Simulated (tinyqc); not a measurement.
From results back to parameters: band offset of a heterojunction with an interface dipole (two-band chains, self-consistent charge). Four cases, with inputs chosen for the exercise.

Problem. D0 is the offset of the mid-gaps without dipole, chi the charge moved per eV of offset and u the potential step per electron moved. In linear response the valence offset is S D0 - (G2 - G1)/2 with S = 1/(1 + u chi/2). Two interfaces between the same crystals differ in D0 by a known amount, as from a layer of fixed dipoles; their offsets come from hidden S and D0.

Case 1.

Values chosen (out of a larger set: gaps near those of Si and Ge; the chains and D0 are free models, so the offsets are not those of the real pair; not measured data): G1 = 1.09 eV (gap on the left); G2 = 0.73 eV (gap on the right).

chi = 0.58351 1/eV

valence offsets (eV): first 0.13455, second 0.31635

D0(second) - D0(first) = 0.60 eV

Case 2.

Values chosen (out of a larger set: gaps near those of Si and HfO2; the chains and D0 are free models, so the offsets are not those of the real pair; not measured data): G1 = 1.09 eV (gap on the left); G2 = 6.09 eV (gap on the right).

chi = 0.11960 1/eV

valence offsets (eV): first -2.96322, second -1.83576

D0(second) - D0(first) = 1.29 eV

Case 3.

Values chosen (out of a larger set: gaps near those of Si and GaP; the chains and D0 are free models, so the offsets are not those of the real pair; not measured data): G1 = 1.16 eV (gap on the left); G2 = 2.37 eV (gap on the right).

chi = 0.30536 1/eV

valence offsets (eV): first -0.74921, second -0.07205

D0(second) - D0(first) = 1.08 eV

Case 4.

Values chosen (out of a larger set: gaps near those of Si and HfO2; the chains and D0 are free models, so the offsets are not those of the real pair; not measured data): G1 = 1.12 eV (gap on the left); G2 = 5.61 eV (gap on the right).

chi = 0.13676 1/eV

valence offsets (eV): first -2.44526, second -1.66360

D0(second) - D0(first) = 1.21 eV

Find: S; D0 of the first; u.

Solution. S is the change of the offset over the change of D0; then D0 = (offset + (G2 - G1)/2)/S and u = 2 (1/S - 1)/chi.

Case 1.

S = 0.303
D0 of the first = -0.15 eV
u = 7.9 eV

Case 2.

S = 0.874
D0 of the first = -0.53 eV
u = 2.4 eV

Case 3.

S = 0.627
D0 of the first = -0.23 eV
u = 3.9 eV

Case 4.

S = 0.646
D0 of the first = -0.31 eV
u = 8.0 eV

Computed by tinyqc, one run a case: `OMP_NUM_THREADS=1 python tinyqc.py N N+1 out.jsonl` with N = 1450270, 1450282, 1450319, 1450429; one thread of a shared Intel(R) Xeon(R) Processor @ 2.30GHz, about 0.4 s a run at most.
